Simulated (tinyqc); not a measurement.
# MOS capacitor on a p-type substrate, surface potential from the exact charge relation: what changes with what

Uniform p-type substrate, Boltzmann statistics, full ionisation, classical densities. psi is the surface potential against the body (positive when the bands bend down) and u = psi/Vt. Traps are spread evenly over the gap and neutral at flat band, so their charge is -q Dit psi; the minority quasi-Fermi level is shifted by Vb.

Values chosen for this exercise; band and dielectric values close to those of In0.53Ga0.47As: temperature T = 293 K; band gap Eg = 0.731 eV; relative permittivity eps_r = 13.9; conduction-band density of states at T Nc = 2.04e17 cm^-3; valence-band density of states at T Nv = 7.47e18 cm^-3; electron affinity chi = 4.43 eV; acceptor density of the substrate N = 1.4e17 cm^-3; relative permittivity of the gate insulator (close to silicon dioxide) eox = 3.9; insulator thickness tox = 18 nm; gate work function phiM = 4.73 eV; fixed charge at the interface, in units of q Nf = 0 cm^-2; density of interface traps Dit = 3.9e11 cm^-2 eV^-1; reverse bias of the inversion layer against the body Vb = 0 V.

Constants: q = 1.602176634e-19 C, kB = 1.380649e-23 J/K, Vt = kB T/q, eps0 = 8.8541878128e-14 F/cm where lengths are in cm. Results are converted to the units shown.

Each table varies one quantity; the others keep the values above.

## Capacitance-voltage curves

ni = sqrt(Nc Nv) exp(-Eg/(2 Vt)), Eg in volts; phiF = Vt ln(N/ni); Cox = eps0 eox/tox; Vfb = phiM - chi - (Eg - Vt ln(Nv/N)) - q Nf/Cox; Q0 = sqrt(2 eps0 eps_r q N Vt); r = (ni/N)^2 exp(-Vb/Vt); VT = Vfb + [(2 phiF + Vb)(1 + q Dit/Cox) + sqrt(2 eps0 eps_r q N (2 phiF + Vb))/Cox]. u = psi/Vt; F^2 = exp(-u) + u - 1 + r (exp(u) - u - 1); Qs = -sign(u) Q0 F; Cs = -dQs/dpsi = (Q0/Vt) |1 - exp(-u) + r (exp(u) - 1)|/(2 F). psi solves Vg = Vfb + psi + (q Dit psi - Qs)/Cox. Low frequency: 1/C_LF = 1/Cox + 1/(Cs + q Dit). High frequency, in the simple estimate in which traps and minority carriers do not follow: 1/C_HF = 1/Cox + 1/Cd, Cd being Cs with r = 0 at the same psi. Deep depletion: r = 0 and Dit = 0 both in the equation for psi and in Cs. Minority sheet density N_inv = (Q0/(2 q)) int_0^u r (exp(t) - 1)/F(t) dt for u > 0. N_inv under 1 cm^-2 is printed as 0. Regimes: accumulation when majority carriers gather, then depletion up to |psi| = phiF + Vb, weak inversion up to 2 phiF + Vb, strong inversion beyond.

Result of one run:
```
Vg (V)	psi (V)	C_LF/Cox	C_HF/Cox	C_deep/Cox	N_inv (cm^-2)	regime
0.67	0.28441	0.60454	0.54607	0.52701	62306	depletion
```

What becomes of these results when the gate voltage against the body Vg is changed from 0.67 to -1.02 V, all else the same?

Result of the changed run:
```
Vg (V)	psi (V)	C_LF/Cox	C_HF/Cox	C_deep/Cox	N_inv (cm^-2)	regime
-1.02	-0.065111	0.93931	0.93808	0.93941	0	accumulation
```

The whole series:
```
Vg (V)	psi (V)	C_LF/Cox	C_HF/Cox	C_deep/Cox	N_inv (cm^-2)	regime
-1.02	-0.065111	0.93931	0.93808	0.93941	0	accumulation
-0.6	-0.032641	0.90091	0.89761	0.89917	0	accumulation
-0.17	0.026958	0.81018	0.79768	0.79455	5.3900	depletion
0.25	0.13362	0.68510	0.64911	0.63426	265.54	depletion
0.67	0.28441	0.60454	0.54607	0.52701	62306	depletion
1.1	0.46582	0.55561	0.47988	0.45897	6.1443e7	weak inversion
1.52	0.64026	0.72787	0.43849	0.41285	5.0467e10	strong inversion
1.95	0.69882	0.92815	0.42733	0.37760	4.2548e11	strong inversion
2.37	0.72122	0.95910	0.42333	0.35064	8.7960e11	strong inversion
```

C_LF/Cox is lowest, 0.556, at Vg = 1.1 V (weak inversion) among the rows listed and is 0.959 in the last row, where C_HF/Cox is 0.423 and the deep-depletion value 0.351. Vfb = -0.331 V, where C_HF/Cox = 0.845 (Cox in series with eps0 eps_r/LD), and VT = 1.46 V. Over the last two rows psi moves by only 0.053 V a volt of gate bias, since the inversion charge screens the body. The traps add q Dit = 0.33 Cox beside Cs, which lifts C_LF above C_HF even in depletion. In strong accumulation and inversion degeneracy and confinement, left out here, lower the capacitance.

## Effect of the fixed charge at the interface on threshold and swing

ni = sqrt(Nc Nv) exp(-Eg/(2 Vt)), Eg in volts; phiF = Vt ln(N/ni); Cox = eps0 eox/tox; Vfb = phiM - chi - (Eg - Vt ln(Nv/N)) - q Nf/Cox; VT = Vfb + [(2 phiF + Vb)(1 + q Dit/Cox) + sqrt(2 eps0 eps_r q N (2 phiF + Vb))/Cox]. gamma = sqrt(2 eps0 eps_r q N)/Cox; Wm = sqrt(2 eps0 eps_r (2 phiF + Vb)/(q N)); m = 1 + (eps0 eps_r/Wm + q Dit)/Cox; swing m Vt ln 10; Cmin/Cox = 1/(1 + Cox Wm/(eps0 eps_r)).

The same in every row: 2 phiF (V) = 0.62108; gamma (V^0.5) = 1.2248; Wm (nm) = 82.556; m = 2.1028; swing (mV/decade) = 122.25; Cmin/Cox = 0.43728.

Result of one run:
```
Nf (cm^-2)	Vfb (V)	VT (V)
-4e11	0.0034785	1.7921
```

What becomes of these results when the fixed charge at the interface, in units of q Nf is changed from -4e11 to 0 cm^-2, all else the same?

Result of the changed run:
```
Nf (cm^-2)	Vfb (V)	VT (V)
0	-0.33059	1.4581
```

The whole series:
```
Nf (cm^-2)	Vfb (V)	VT (V)
-4e11	0.0034785	1.7921
-2e11	-0.16355	1.6251
0	-0.33059	1.4581
2e11	-0.49762	1.2910
4e11	-0.66465	1.1240
6e11	-0.83168	0.95696
8e11	-0.99871	0.78993
```

As Nf goes from -4e11 to 8e11, VT falls from 1.79 to 0.790 V, the swing stays at 122 mV/decade and Cmin/Cox stays at 0.437. The whole change of VT is that of Vfb: the curve shifts rigidly.

## Effect of the acceptor density of the substrate on threshold and swing

Same model as above.

Results:
```
N (cm^-3)	Vfb (V)	2 phiF (V)	gamma (V^0.5)	VT (V)	Wm (nm)	m	swing (mV/decade)	Cmin/Cox
1e15	-0.2058	0.3715	0.1035	0.3498	755.5	1.411	82.01	0.07827
2.8e15	-0.2318	0.4235	0.1732	0.4424	482.1	1.459	84.81	0.1175
8.1e15	-0.2586	0.4772	0.2946	0.5775	300.8	1.539	89.47	0.1758
6.5e16	-0.3112	0.5823	0.8346	1.098	117.3	1.873	108.9	0.3535
1.9e17	-0.3383	0.6365	1.427	1.644	71.74	2.220	129.1	0.4721
5.3e17	-0.3642	0.6883	2.383	2.525	44.67	2.762	160.6	0.5895
1.5e18	-0.3905	0.7408	4.009	4.042	27.55	3.655	212.5	0.6996
```

Estimate the missing row, N = 2.3e16 cm^-3.

Computed row:
```
N (cm^-3)	Vfb (V)	2 phiF (V)	gamma (V^0.5)	VT (V)	Wm (nm)	m	swing (mV/decade)	Cmin/Cox
2.3e16	-0.2850	0.5299	0.4964	0.7789	188.1	1.667	96.90	0.2543
```

With this row back in the table: As N goes from 1e15 to 1.5e18, VT rises from 0.350 to 4.04 V, the swing rises from 82.0 to 212 mV/decade and Cmin/Cox rises from 0.0783 to 0.700. Of the change of VT by 3.69 V, -0.185 V comes from Vfb and 3.88 V from the band bending and the charge it takes. gamma goes as N^(0.50) and Wm as N^(-0.45); phiF, which grows slowly with N, keeps the latter from -1/2.

Numbers from tinyqc (`OMP_NUM_THREADS=1 python tinyqc.py 2060087 2060088 out.jsonl`; about 0.01 s on one thread of a shared Intel Xeon 2.30GHz).
